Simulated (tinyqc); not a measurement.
Two-band massive Dirac model of the K valleys: one step. The curvature from a plaquette. Three cases, with inputs chosen for the exercise.

Question. Corners counter-clockwise around k, from (-h/2, -h/2); upper eigenvector u with its first component real and positive; Omega = -(sum of arg <u_j|u_(j+1)>)/h^2.

Basis (conduction, valence): H = [[D/2, a t (tau kx - i ky)], [a t (tau kx + i ky), -D/2 + lam tau sz]], valley tau = +/-1, spin sz = +/-1. The gap of a spin and valley is G = D - lam tau sz. Berry curvature Omega = curl of i<u|grad u>; for the conduction band Omega_c = -tau 2 a^2 t^2 G/(G^2 + 4 a^2 t^2 k^2)^(3/2), and Omega_v = -Omega_c.

Case 1.

Values chosen (near those used for monolayer MoSe2; the results hold for these values, not for the real material): a = 3.305 angstrom (lattice constant); D = 1.5 eV (gap parameter); t = 1 eV (effective hopping); lam = 0.081 eV (half the valence spin splitting); tau = 1 (valley); sz = 1 (spin); k = (0.015, 0.12) 1/angstrom (wave vector from the valley); h = 0.04 1/angstrom (side of the plaquette).

Case 2.

Values chosen (near those used for monolayer MoS2; the results hold for these values, not for the real material): a = 3.194 angstrom (lattice constant); D = 1.75 eV (gap parameter); t = 1.04 eV (effective hopping); lam = 0.074 eV (half the valence spin splitting); tau = 1 (valley); sz = -1 (spin); k = (0.06, 0.018) 1/angstrom (wave vector from the valley); h = 0.01 1/angstrom (side of the plaquette).

Case 3.

Values chosen (near those used for monolayer WS2; the results hold for these values, not for the real material): a = 3.199 angstrom (lattice constant); D = 1.66 eV (gap parameter); t = 1.33 eV (effective hopping); lam = 0.197 eV (half the valence spin splitting); tau = -1 (valley); sz = 1 (spin); k = (0.03, 0.066) 1/angstrom (wave vector from the valley); h = 0.01 1/angstrom (side of the plaquette).

Give: Corners; Omega_c from the plaquette.

Answer.

Case 1.

Corners:
```
j       kx      ky      u_c                u_v  arg <u_j|u_j+1> (rad)
1  -0.0050  0.1000  0.97629  -0.01081+0.21621i              -0.018615
2   0.0350  0.1000  0.97384   0.07506+0.21447i               0.006083
3   0.0350  0.1400  0.95653   0.07073+0.28291i               0.023100
4  -0.0050  0.1400  0.95850  -0.01017+0.28490i               0.000882
```

Omega_c from the plaquette = -7.157 angstrom^2

The formula at the centre gives -7.176; the plaquette averages over its area.

Case 2.

Corners:
```
j      kx      ky      u_c               u_v  arg <u_j|u_j+1> (rad)
1  0.0550  0.0130  0.99485  0.09861+0.02331i              -0.000416
2  0.0650  0.0130  0.99299  0.11588+0.02318i               0.002063
3  0.0650  0.0230  0.99244  0.11568+0.04093i               0.000733
4  0.0550  0.0230  0.99429  0.09844+0.04117i              -0.001765
```

Omega_c from the plaquette = -6.145 angstrom^2

The formula at the centre gives -6.147; the plaquette averages over its area.

Case 3.

Corners:
```
j      kx      ky      u_c                u_v  arg <u_j|u_j+1> (rad)
1  0.0250  0.0610  0.98926  -0.05543+0.13524i               0.002986
2  0.0350  0.0610  0.98788  -0.07726+0.13466i              -0.001690
3  0.0350  0.0710  0.98490  -0.07654+0.15527i              -0.003411
4  0.0250  0.0710  0.98624  -0.05490+0.15593i               0.001218
```

Omega_c from the plaquette = 8.970 angstrom^2

The formula at the centre gives 8.973; the plaquette averages over its area.

Computed by tinyqc, one run a case: `OMP_NUM_THREADS=1 python tinyqc.py N N+1 out.jsonl` with N = 1480325, 1480542, 1480705; one thread of a shared Intel(R) Xeon(R) Processor @ 2.30GHz, about 0.01 s a run at most.
